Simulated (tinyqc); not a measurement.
Inside a calculation. Model: AlGaN/GaN HEMT with access regions, lumped model.

Computed by the program tinyqc: `OMP_NUM_THREADS=1 python tinyqc.py 2570117 2570118 out.jsonl`, one thread of a shared Intel Xeon 2.30GHz, about 0.01 s for the whole run. Printed values are rounded.

A polarisation-induced electron sheet under a Schottky gate, in series with two ungated access regions and contacts. Drift law v = mu E/(1 + mu E/vs) under the gate. Currents in mA/mm, resistances in ohm mm. No self-heating, no channel-length modulation; fits for polarisation, barrier and offset are chosen for the exercise.

Values chosen for this exercise; values close to those of AlGaN/GaN structures:
- x = 0.2 (aluminium share of the barrier)
- d = 15 nm (barrier thickness)
- eps_r = 9.6 (relative permittivity of barrier and channel)
- mu = 1800 cm^2/(V s) (channel mobility)
- vs = 1.2e7 cm/s (saturation velocity)
- Lg = 0.15 um (gate length)
- Ls = 2 um (source access length)
- Ld = 12 um (drain access length)
- Rc = 0.16 ohm mm (resistance of each contact)
- ft = 0 (share of the drain-access electrons removed by traps)
- Vg = -0.5 V (gate voltage)
- Ec = 3.4 MV/cm (critical field)
- te = 0.39 um (depth over which the depleted charge spreads)
- tf = 300 nm (insulator under the field plate)
- ei = 7.5 (relative permittivity of that insulator)

Constants: q = 1.602176634e-19 C, eps0 = 8.8541878128e-14 F/cm where lengths are in cm. Results are converted to the units shown.

## Polarisation charge, threshold and sheet resistance

sigma = (5e13 x + 1.6e13 x^2) cm^-2, phiB = 0.84 + 1.3 x, dEc = 0.7 (1.71 x + x^2) in volts, Cb = eps0 eps_r/d, VT = phiB - dEc - q sigma/Cb, access density n0 = -Cb VT/q. Rsh = 1/(q mu n0); largest access current q n0 vs.

sigma = 1.064e13 cm^-2
Cb = 0.566668 uF/cm^2
VT = -2.17572 V
n0 = 7.69521e12 cm^-2
Rsh = 450.606 ohm
q n0 vs = 1479.49 mA/mm

## On-resistance and breakdown

sigma = (5e13 x + 1.6e13 x^2) cm^-2, phiB = 0.84 + 1.3 x, dEc = 0.7 (1.71 x + x^2) in volts, Cb = eps0 eps_r/d, VT = phiB - dEc - q sigma/Cb, access density n0 = -Cb VT/q. Ron = 2 Rc + Ls/(q mu n0) + Ld/(q mu (1 - ft) n0) + Lg/(mu Cb (Vg - VT)). Off state: a depleted stretch that holds the voltage V has the peak field sqrt(k V), k = 2 q n0/(eps0 eps_r te), so one edge holds V1 = Ec^2/k. The sheet under the plate pinches off at Vf = q n0 (1/Cb + tf/(eps0 ei)); beyond it the gate edge is screened. BV = V1 if Vf >= V1, else Vf + V1, and at most Ec Ld. Specific resistance Ron (Ls + Lg + Ld); figure of merit BV^2 over it.

Ron = 6.71624 ohm mm
Vf = 57.8740 V
V1 = 155.411 V
BV = 213.285 V
specific resistance = 0.950348 mohm cm^2
figure of merit = 47.8672 MW/cm^2

The plate raises BV by a factor of 1.37.
